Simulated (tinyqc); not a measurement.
What moves the results: Fermi-Dirac statistics of conduction electrons. A value that a table varies takes the place of the one given here.

Non-parabolic band E (1 + alpha E) = c k^2/m: n = Nc (2/sqrt(pi)) integral_0^infinity sqrt(x (1 + a x)) (1 + 2 a x) dx/(1 + exp(x - eta)) with a = alpha kT and eta = (EF - Ec)/kT; a = 0 gives n = Nc F_1/2(eta).

Constants: hbar^2/2m0 = 3.80998211 eV angstrom^2; kB = 8.617333262e-05 eV/K.

Parameters, chosen for this exercise (near those of GaAs, lowest valleys alone; not measured data): m = 0.0664 m0 (density-of-states mass of the conduction band); T = 77 K; alpha = 0.58 1/eV (non-parabolicity); n = 3e+17 1/cm^3 (electron density).

## Parabolic against non-parabolic filling

N = 2 (m kB T/(4 pi c))^(3/2) with c = hbar^2/2m0, in 1/angstrom^3; times 1e24 for 1/cm^3. k_F = (3 pi^2 n)^(1/3) and the energy E0 that solves E (1 + alpha E) = c k_F^2/m give the limit of zero temperature.

EF - Ec (meV):
```
n (1/cm^3)  parabolic  non-parabolic  non-parabolic, 0 K
6.0e+15         -14.5          -14.6                 1.8
2.0e+16          -6.0           -6.1                 4.0
8.0e+16           5.7            5.5                10.1
3.0e+17          22.9           22.5                24.3
8.0e+17          46.5           45.2                46.1
3.0e+18         113.9          107.1               107.5
```

Non-parabolicity lowers EF by 0.1 meV at the lowest density and by 6.8 meV at the highest, where alpha (EF - Ec) = 0.06. Temperature lowers EF below its 0 K value by 16.5 meV at the lowest density and by 0.4 meV at the highest. EF enters the band between 2e+16 and 8e+16 1/cm^3.

## What moves the Fermi level

N = 2 (m kB T/(4 pi c))^(3/2) with c = hbar^2/2m0, in 1/angstrom^3; times 1e24 for 1/cm^3. Each row changes one parameter from the base and keeps the others.

Results:
```
case                parabolic EF - Ec (meV)  non-parabolic EF - Ec (meV)
base                                  22.95                        22.48
m = 0.073 m0                          20.52                        20.12
T = 127 K                             19.68                        19.01
n = 1.5e+17 1/cm^3                    12.64                        12.38
alpha = 0.87 1/eV                     22.95                        22.26
```

The largest shifts from the base row, up to three for each result and ties (the steps differ in size, so this ranks the rows, not the parameters). parabolic EF - Ec (meV): n -10.30, T -3.27, m -2.42; unchanged at the printed digits by alpha. non-parabolic EF - Ec (meV): n -10.10, T -3.47, m -2.36.

Computed by tinyqc, a small Python program: `OMP_NUM_THREADS=1 python tinyqc.py 1680795 1680796 out.jsonl` (the numbers bound the seed that draws the inputs); one thread of a shared host (Intel(R) Xeon(R) Processor @ 2.30GHz), about 0.01 s for the whole set of steps.
